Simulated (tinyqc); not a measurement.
# Nanowire ballistic transistor, top-of-the-barrier model: effect of the temperature

At the top of the source barrier, states moving towards the drain are filled by the source (Fermi level 0) and states moving back by the drain (Fermi level -q Vd); nothing scatters. U is the shift of the band edge there, set by the capacitances CG, CD and CS (the total) and by the charge. Parabolic one-dimensional subband; the source is grounded.

N0 = gv sqrt(2 m kB T/pi)/hbar, CG = 2 pi eps0 eox/ln(1 + 2 tox/d), CS = CG/aG, n0 = n at U = 0 and Vd = 0. eta1 = -(E0 + U)/Vt, eta2 = eta1 - Vd/Vt, n = (N0/2)[F_(-1/2)(eta1) + F_(-1/2)(eta2)], F_(-1/2)(x) = (1/sqrt(pi)) int_0^infinity u^(-1/2)/(1 + exp(u - x)) du. U = UL + q (n - n0)/CS with UL = -(aG Vg + aD Vd), energies in eV. I = gv (2 q^2/h) Vt [ln(1 + exp eta1) - ln(1 + exp eta2)]. CQ = (q/Vt) dn/d(eta1). E0 is held fixed.

Inputs (values chosen for the exercise); mass and valleys close to those of germanium: effective mass m = 0.117 m0; valley degeneracy gv = 4; relative permittivity of the gate insulator eox = 7.5; insulator thickness tox = 1.9 nm; wire diameter d = 2 nm; gate control CG/CS aG = 0.93; drain control CD/CS aD = 0.035; band edge at the barrier top above the source Fermi level at zero bias E0 = 0.36 eV; gate voltage Vg = 0.4 V; drain voltage Vd = 0.4 V.

Constants: q = 1.602176634e-19 C, kB = 1.380649e-23 J/K, hbar = 1.054571817e-34 J s, h = 6.62607015e-34 J s, m0 = 9.1093837015e-31 kg, Vt = kB T/q, eps0 = 8.8541878128e-14 F/cm where lengths are in cm. Results are converted to the units shown.

Effect of the temperature:
```
T (K)	eta1	n (cm^-1)	I (uA)	mean velocity I/(q n) (cm/s)	CQ/CS
50	-0.17085	7.0318e5	0.81639	7.2464e6	4.1077
77	-0.38921	7.5174e5	1.0639	8.8336e6	3.0303
120	-0.55307	8.3423e5	1.4562	1.0895e7	2.2487
180	-0.65167	9.4966e5	2.0166	1.3254e7	1.7464
240	-0.69462	1.0616e6	2.5958	1.5261e7	1.4784
300	-0.71421	1.1694e6	3.1928	1.7041e7	1.3084
360	-0.72229	1.2732e6	3.8059	1.8657e7	1.1892
420	-0.72405	1.3734e6	4.4337	2.0149e7	1.1000
```

Read the table: what changes, and by how much?

As T goes from 50 to 420 K, n rises from 7.03e5 to 1.37e6 cm^-1, the mean velocity rises from 7.25e6 to 2.01e7 cm/s and the current rises from 0.816 to 4.43 uA. CQ/CS goes from 4.1 to 1.1.

Computed by the program tinyqc: `OMP_NUM_THREADS=1 python tinyqc.py 2400101 2400102 out.jsonl`, one thread of a shared Intel Xeon 2.30GHz, about 0.06 s for the whole run.
